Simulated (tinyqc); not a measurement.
Comparisons within one model: strained quantum well: band edges, subbands and transparency. A value that a table varies takes the place of the one given here.

Growth on (001), barriers unstrained: tr(e) = e (2 - nu2), Z = b e (1 + nu2); Ec = Ev + Eg + ac tr(e), E_HH = Ev + av tr(e) + Z, E_LH = Ev + av tr(e) - Z (coupling to the split-off band left out).

Masses along z: me, 1/(g1 - 2 g2) for HH, 1/(g1 + 2 g2) for LH, likewise in the barrier; in the plane me, 1/(g1 + g2) for HH and 1/(g1 - g2) for LH (no mixing, which understates the hole masses away from k = 0). Level n solves k L + 2 atan[(k/m)/(kappa/mb)] = n pi, k = sqrt(m E/c), kappa = sqrt(mb (V - E)/c), c = hbar^2/2m0.

Transparency (Bernard-Duraffourg): Fc - Fv equals the lowest transition energy with n = p, n = sum m/(2 pi c) kB T ln(1 + exp((Fc - E)/kB T)) and p likewise over the listed subbands; c = hbar^2/2m0, 1/angstrom^2 = 1e16/cm^2.

Constants: hbar^2/2m0 = 3.80998211 eV angstrom^2; kB = 8.617333262e-05 eV/K; hc = 1239.841984 eV nm.

Parameters, chosen for this exercise (near those of an InGaAs/AlGaAs well; the results hold for these values, not for the real material): nu2 = 0.954 (2 C12/C11); Eg = 1.089 eV (unstrained gap of the well); Ev = -0.752 eV (its valence edge); ac = -6.69 eV; av = 1.12 eV (Ev moves by av tr(e)); b = -1.95 eV (shear potential); Egb = 1.675 eV (gap of the barrier); Evb = -0.905 eV (its valence edge); L = 70 angstrom (well width); me = 0.056 m0 (electron mass); g1 = 9.97 (gamma1); g2 = 3.54 (gamma2); meb = 0.084 m0; g1b = 6.3; g2b = 1.8; T = 300 K (temperature); es = (-0.02, -0.014, -0.008, -0.003, 0, 0.003, 0.007, 0.012) (strains); e = -0.0162 (strain in the plane); Ls = (25, 35, 50, 65, 85, 110, 150) angstrom (widths).

## Strain as a design knob

Only the strain is changed; the unstrained gap and the masses are kept.

Results:
```
e (%),wavelength (nm),top hole,hh1 - lh1 (meV),n_tr (1e12/cm^2),share in top
-2.0,992,hh1,162,0.534,0.80
-1.4,1012,hh1,124,0.539,0.79
-0.8,1032,hh1,83,0.556,0.73
-0.3,1049,hh1,49,0.606,0.60
0.0,1060,hh1,28,0.669,0.48
0.3,1072,hh1,7,0.771,0.34
0.7,1108,lh1,-21,0.748,0.77
1.2,1166,lh1,-57,0.695,0.92
```

How do the results move?

n_tr is largest at e = +0.3 % (0.77), where hh1 - lh1 = 7 meV and the top subband holds 34 % of the holes, and smallest, 0.53, at -2.0 and -1.4 %. The top hole level turns from hh to lh, and the light from TE to TM, between +0.3 and +0.7 %. The wavelength runs from 992 to 1166 nm.

## Width of the well

All levels anew.

Results:
```
L (angstrom),wavelength (nm),top hole,hh1 - lh1 (meV),n_tr (1e12/cm^2),share in top,n_tr/L (1e18/cm^3)
25,886,hh1,117,0.489,0.96,1.96
35,930,hh1,131,0.489,0.96,1.40
50,972,hh1,137,0.502,0.91,1.00
65,998,hh1,138,0.527,0.82,0.81
85,1019,hh1,137,0.568,0.71,0.67
110,1035,hh1,135,0.628,0.59,0.57
150,1048,hh1,132,0.746,0.46,0.50
```

How do the results move?

The wavelength tunes by 162 nm. The sheet density at transparency changes from 0.49 to 0.75, the top hole subband holding 0.96 and 0.46 of the holes at the ends, while the volume density falls by a factor 3.9. Critical thickness and carrier escape are left out.

## What each parameter does

Edge wavelength, hh1 - lh1 and n_tr. Each row changes one parameter from the base and keeps the others.

Results:
```
case,wavelength (nm),hh1 - lh1 (meV),n_tr (1e12/cm^2)
base,1004.4,138.0,0.536
L = 62 angstrom,993.7,138.3,0.521
e = -0.0182,998.1,150.9,0.535
Eg = 1.069 eV,1019.9,138.0,0.536
b = -2.24 eV,1011.9,154.2,0.534
ac = -6.02 eV,1013.2,138.0,0.536
me = 0.0616 m0,1006.2,138.0,0.565
g1 = 10.57,1003.0,136.4,0.516
T = 340 K,1004.4,138.0,0.624
```

How do the results move?

The largest shifts from the base row, up to three for each result and ties (the steps differ in size, so this ranks the rows, not the parameters). wavelength (nm): Eg +15.5, L -10.7, ac +8.7; unchanged at the printed digits by T. hh1 - lh1 (meV): b +16.2, e +12.9, g1 -1.7; unchanged at the printed digits by Eg, ac, me and T. n_tr (1e12/cm^2): T +0.087, me +0.029, g1 -0.020; unchanged at the printed digits by Eg and ac.

Run: tinyqc, `OMP_NUM_THREADS=1 python tinyqc.py 1250840 1250841 out.jsonl`; Intel(R) Xeon(R) Processor @ 2.30GHz, one thread, shared host; about 0.03 s of CPU time with all checks.
